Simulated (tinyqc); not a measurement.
# Hexagonal on-chip spiral inductor, lumped pi model: quality factor against frequency

Outer diameter do = di + 2 n wd + 2 (n - 1) sp, mean da = (do + di)/2, fill p = (do - di)/(do + di), length l = 3.464 n da. L = 2.33 mu0 n^2 da/(1 + 3.82 p), mu0 = 4 pi 1e-7 H/m. Rs = rho l/(wd delta (1 - exp(-th/delta))), delta = sqrt(rho/(pi f mu0)). Cs = n wd^2 eps0 eo/hu across the coil. At each end Cox = l wd eps0 eo/(2 ho) leads to the substrate branch Rsi = 2 rs he/(l wd) in parallel with Csi = l wd eps0 11.7/(2 he). With one end grounded Y = 1/(Rs + i w L) + i w Cs + 1/[1/(i w Cox) + 1/(1/Rsi + i w Csi)], w = 2 pi f; Q = -Im Y/Re Y. Eddy currents in neighbouring turns and in the substrate are left out.

Apparent inductance Im(1/Y)/w; share of the loss Re(substrate branch)/Re Y.

Inputs (values chosen for the exercise); values of the order met in silicon radio-frequency processes: number of turns n = 1.5; line width wd = 20 um; space between turns sp = 2 um; inner diameter di = 100 um; metal thickness th = 4 um; metal resistivity rho = 3 uohm cm; oxide below the coil ho = 6 um; oxide between coil and underpass hu = 1.1 um; relative permittivity of the oxide eo = 4.1; substrate resistivity rs = 1000 ohm cm; effective spreading depth in the substrate he = 80 um.

Constants: eps0 = 8.8541878128e-12 F/m. Results are converted to the units shown.

Quality factor against frequency:

| f (GHz) | Rs (ohm) | w L/Rs | Q | apparent inductance (nH) | loss in the substrate (%) |
|---|---|---|---|---|---|
| 0.76 | 0.4499 | 4.811 | 4.810 | 0.4534 | 0.006263 |
| 1.2 | 0.5097 | 6.705 | 6.699 | 0.4536 | 0.01351 |
| 2 | 0.6010 | 9.477 | 9.456 | 0.4541 | 0.03150 |
| 3.3 | 0.7248 | 12.97 | 12.89 | 0.4557 | 0.07072 |
| 5.4 | 0.8913 | 17.26 | 16.98 | 0.4597 | 0.1535 |
| 8.8 | 1.114 | 22.50 | 21.59 | 0.4709 | 0.3251 |
| 14 | 1.392 | 28.64 | 25.75 | 0.5007 | 0.6558 |
| 24 | 1.816 | 37.64 | 26.74 | 0.6283 | 1.464 |
| 39 | 2.313 | 48.01 | 12.26 | 1.712 | 2.988 |

Q goes from 4.81 through a maximum of 26.7 (at f = 24 GHz among the rows listed) to 12.3; the exact peak is 27.4 at 20.1 GHz and Q reaches zero at the self-resonance, 45.4 GHz. The share of the substrate rises from 0.00626 to 2.99 %, and the apparent inductance ends at 3.78 times L. At the peak the substrate takes 1.13 % of the loss. For f = 39 the coil is longer than 0.15 of a wavelength in the oxide, where one lumped section is rough.

Program tinyqc, `OMP_NUM_THREADS=1 python tinyqc.py 2302036 2302037 out.jsonl`; Intel Xeon 2.30GHz, shared host, one thread, about 0.01 s.
